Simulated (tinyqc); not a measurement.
# Worked calculation: AlGaN/GaN HEMT with access regions, lumped model

Program tinyqc, `OMP_NUM_THREADS=1 python tinyqc.py 2570015 2570016 out.jsonl`; Intel Xeon 2.30GHz, shared host, one thread, about 0.03 s. Printed values are rounded.

A polarisation-induced electron sheet under a Schottky gate, in series with two ungated access regions and contacts. Drift law v = mu E/(1 + mu E/vs) under the gate. Currents in mA/mm, resistances in ohm mm. No self-heating, no channel-length modulation; fits for polarisation, barrier and offset are chosen for the exercise.

Inputs (values chosen for the exercise); values close to those of AlGaN/GaN structures: aluminium share of the barrier x = 0.27; barrier thickness d = 18 nm; relative permittivity of barrier and channel eps_r = 9.5; channel mobility mu = 1900 cm^2/(V s); saturation velocity vs = 1.6e7 cm/s; gate length Lg = 0.25 um; source access length Ls = 0.5 um; drain access length Ld = 2 um; resistance of each contact Rc = 0.26 ohm mm; share of the drain-access electrons removed by traps ft = 0; gate voltage Vg = -0.5 V; drain voltage Vd = 1 V; critical field Ec = 2.7 MV/cm; depth over which the depleted charge spreads te = 0.43 um; insulator under the field plate tf = 300 nm; relative permittivity of that insulator ei = 7.5.

Constants: q = 1.602176634e-19 C, eps0 = 8.8541878128e-14 F/cm where lengths are in cm. Results are converted to the units shown.

## Polarisation charge, threshold and sheet resistance

sigma = (5e13 x + 1.6e13 x^2) cm^-2, phiB = 0.84 + 1.3 x, dEc = 0.7 (1.71 x + x^2) in volts, Cb = eps0 eps_r/d, VT = phiB - dEc - q sigma/Cb, access density n0 = -Cb VT/q. Rsh = 1/(q mu n0); largest access current q n0 vs.

sigma = 1.46664e13 cm^-2
Cb = 0.467304 uF/cm^2
VT = -4.21167 V
n0 = 1.22841e13 cm^-2
Rsh = 267.419 ohm
q n0 vs = 3149.01 mA/mm

## Iteration 1: drain current

I at the start = 600 mA/mm

Access resistance R(L, n) = L/(q mu n sqrt(1 - (I/(q n vs))^2)); Rs = Rc + R(Ls, n0), Rd = Rc + R(Ld, (1 - ft) n0). Vg' = Vg - I Rs, Vd' = Vd - I (Rs + Rd); with u = Vg' - VT, Vc = vs Lg/mu and w the smaller of Vd' and Vc [sqrt(1 + 2 u/Vc) - 1] (0 if negative), the channel gives (mu Cb/Lg)(u w - w^2/2)/(1 + w/Vc). I(new) = I + 0.2 (channel current - I).

Rs = 0.396205 ohm mm
Rd = 0.804819 ohm mm
Vg' = -0.737723 V
Vd' = 0.279386 V
channel current = 1421.69 mA/mm
I after iteration 1 = 764.338 mA/mm

## Iteration 2: drain current

As before.

Rs = 0.397831 ohm mm
Rd = 0.811325 ohm mm
Vg' = -0.804077 V
Vd' = 0.0757961 V
channel current = 666.963 mA/mm
I after iteration 2 = 744.863 mA/mm

## Course of the iteration: drain current

Stop when I changes by less than 1e-6 mA/mm, or after 60 iterations. I must stay below q (1 - ft) n0 vs.

Course of the iteration:
```
iteration,I (mA/mm),|change| (mA/mm)
1,764.338,164
2,744.863,19.5
3,758.122,13.3
4,749.634,8.49
5,755.316,5.68
6,751.615,3.70
7,754.072,2.46
8,752.460,1.61
9,753.526,1.07
...,...,...
35,753.104,2.09e-5
36,753.104,1.38e-5
37,753.104,9.08e-6
38,753.104,5.99e-6
39,753.104,3.95e-6
40,753.104,2.60e-6
41,753.104,1.71e-6
42,753.104,1.13e-6
43,753.104,7.45e-7
```

Converged in 43 iterations. At the end each change is about 0.66 times the one before, with alternating sign: linear convergence. Of Vd, 8.99 % reaches the channel; the access current is 24 % of its limit.

## On-resistance and breakdown

sigma = (5e13 x + 1.6e13 x^2) cm^-2, phiB = 0.84 + 1.3 x, dEc = 0.7 (1.71 x + x^2) in volts, Cb = eps0 eps_r/d, VT = phiB - dEc - q sigma/Cb, access density n0 = -Cb VT/q. Ron = 2 Rc + Ls/(q mu n0) + Ld/(q mu (1 - ft) n0) + Lg/(mu Cb (Vg - VT)). Off state: a depleted stretch that holds the voltage V has the peak field sqrt(k V), k = 2 q n0/(eps0 eps_r te), so one edge holds V1 = Ec^2/k. The sheet under the plate pinches off at Vf = q n0 (1/Cb + tf/(eps0 ei)); beyond it the gate edge is screened. BV = V1 if Vf >= V1, else Vf + V1, and at most Ec Ld. Specific resistance Ron (Ls + Lg + Ld); figure of merit BV^2 over it.

Ron = 1.26441 ohm mm
Vf = 93.1247 V
V1 = 66.9860 V
BV = 66.9860 V
specific resistance = 0.0347712 mohm cm^2
figure of merit = 129.047 MW/cm^2

The plate pinches off too late to screen the gate edge, so it adds nothing.
